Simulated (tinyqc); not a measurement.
Classical nucleation, growth and JMAK kinetics of crystallisation from a melt or glass: one step, computed by the program tinyqc.

A spherical nucleus cap on a flat wall with a sharp interface of isotropic energy gamma; lambda = Omega^(1/3) is the jump distance.

Task: Fraction transformed and grain size. JMAK with steady nucleation and growth, nuclei spread at random: extended fraction X_e = (pi/3) I u^3 t^4, X = 1 - exp(-X_e); t_X = [-3 ln(1 - X)/(pi I u^3)]^(1/4); final grains per volume = Gamma(5/4) (3/pi)^(1/4) (I/u)^(3/4), Gamma(5/4) = 0.9064024771. Grain size = (grains per volume)^(-1/3).

Inputs (values chosen for the exercise, for a model substance): temperature T = 1270 K; wall area per volume S_v = 5.7e+06 1/m; time t = 3.6e-05 s.

Nucleation: on a flat wall. Driving force: Thompson-Spaepen.

nucleation rate I = 2.768193e+28 1/(m^3 s)

growth velocity u = 8.616514e-06 m/s

Give: extended fraction; fraction X at t; half time t_0.5; grains per volume; grain size.

Result:

extended fraction = 3.115e-05

fraction X at t = 3.115e-05

half time t_0.5 = 4.397e-04 s

grains per volume = 1.209e+25 1/m^3

grain size = 0.004357 micrometre

t is 0.082 half times: nearly nothing has crystallised. Caution: grains come out smaller than the spacing of the walls, so nuclei are not spread at random as JMAK assumes.
